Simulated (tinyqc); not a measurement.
Permittivity of the insulator from five potentials.

Problem. A node lies on a semiconductor-insulator interface. Steps: hs = tb/2 down into the semiconductor, ho = tox/1 up into the insulator, hy = L/5 sideways. The flux balance of its box reads eox (hy/ho)(above - node) + eps_r (hy/hs)(below - node) + [(eps_r hs + eox ho)/(2 hy)](left + right - 2 node) - q Na (hs/2) hy/eps0 = 0. Find eox.

Parameters, values chosen for the exercise; semiconductor permittivity close to that of silicon:

| symbol | value | unit | meaning |
|---|---|---|---|
| eps_r | 11.7 |  | relative permittivity of the semiconductor |
| tb | 4 | nm | half the body thickness |
| tox | 4.5 | nm | insulator thickness |
| L | 27 | nm | channel length |
| Na | 0 | cm^-3 | acceptor density of the depleted body |

Constants: q = 1.602176634e-19 C, eps0 = 8.8541878128e-14 F/cm where lengths are in cm. Results are converted to the units shown.

psi (V): node 0.13974317, above 0.06, below 0.16947641, left 0.21120197, right 0.18375630

Solution. The balance is linear in eox.

eox = 25.00

tinyqc, about 0.1 s, one thread, Intel Xeon 2.30GHz (shared host): `OMP_NUM_THREADS=1 python tinyqc.py 2480115 2480116 out.jsonl`
